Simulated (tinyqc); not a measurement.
MOS structure on a p-type body with a doping step (retrograde), non-linear Poisson equation by Newton steps: effect of the acceptor density above the step on threshold, swing and body effect.

One dimension, insulator interface at x = 0, acceptor density N1 for x < x1 and Na beyond, net doping C = -(acceptor density). psi is counted from the intrinsic level: n = ni exp((psi - Vb)/Vt), p = ni exp(-psi/Vt); deep in the body psi_b = -Vt ln(Na/ni). The gate acts through Cox = eps0 eox/tox and has the potential psi_G = Vg - (phiM - chi - Vt ln(Nc/ni)). Boltzmann statistics, full ionisation, classical densities, no oxide or interface charge. Acceptors in real wide-gap material are deep and only partly ionised in the neutral body.

ni = sqrt(Nc Nv) exp(-Eg/(2 Vt)), Eg in volts. The Poisson equation d/dx(eps0 eps_r dpsi/dx) = -q (p - n + C), with eps0 eps_r dpsi/dx = -Cox (psi_G - psi_0) at x = 0, is solved on a mesh of about 600 nodes or more. N_inv is the integral of n less its value deep in the body. VT is the Vg at which N_inv = 2e11 cm^-2. m = 1/(dpsi_0/dVg) at N_inv = 1e8 cm^-2; the swing is the Vg between N_inv = 1e8 and 1e9 cm^-2; body coefficient [VT(Vb + 0.05 V) - VT(Vb)]/0.05 V - 1.

Inputs (values chosen for the exercise); band and dielectric values close to those of 4H silicon carbide:
- T = 300 K (temperature)
- Eg = 3.24 eV (band gap)
- eps_r = 9.79 (relative permittivity)
- Nc = 1.69e19 cm^-3 (conduction-band density of states at T)
- Nv = 2.5e19 cm^-3 (valence-band density of states at T)
- chi = 3.56 eV (electron affinity)
- Na = 1.9e17 cm^-3 (acceptor density deep in the body)
- eox = 7.72 (relative permittivity of the gate insulator (close to silicon nitride))
- tox = 3.2 nm (insulator thickness)
- phiM = 3.64 eV (gate work function)
- Vb = 1.1 V (electron quasi-Fermi potential against the body)
- x1 = 61 nm (depth of the doping step)

Constants: q = 1.602176634e-19 C, kB = 1.380649e-23 J/K, Vt = kB T/q, eps0 = 8.8541878128e-14 F/cm where lengths are in cm. Results are converted to the units shown.

Effect of the acceptor density above the step on threshold, swing and body effect:
```
N1 (cm^-3),VT (V),psi_0 - psi_b at VT (V),m - 1,swing (mV/decade),body coefficient
2.4e15,1.30,4.17,0.0254,61.4,0.0287
3.5e15,1.30,4.17,0.0254,61.4,0.0287
5.1e15,1.30,4.17,0.0254,61.4,0.0287
7.5e15,1.30,4.17,0.0254,61.4,0.0287
1.1e16,1.30,4.17,0.0255,61.4,0.0287
1.6e16,1.31,4.17,0.0255,61.4,0.0287
2.4e16,1.31,4.17,0.0256,61.4,0.0287
```

What does the comparison show?

As N1 goes from 2.4e15 to 2.4e16, VT rises from 1.30 to 1.31 V, the swing stays near 61.4 mV/decade and the body coefficient stays near 0.0287. The swing stays within 0.53 % of m Vt ln 10, and the body coefficient within 0.0033 of m - 1.

Computed by the program tinyqc: `OMP_NUM_THREADS=1 python tinyqc.py 2080008 2080009 out.jsonl`, one thread of a shared Intel Xeon 2.30GHz, about 0.5 s for the whole run.
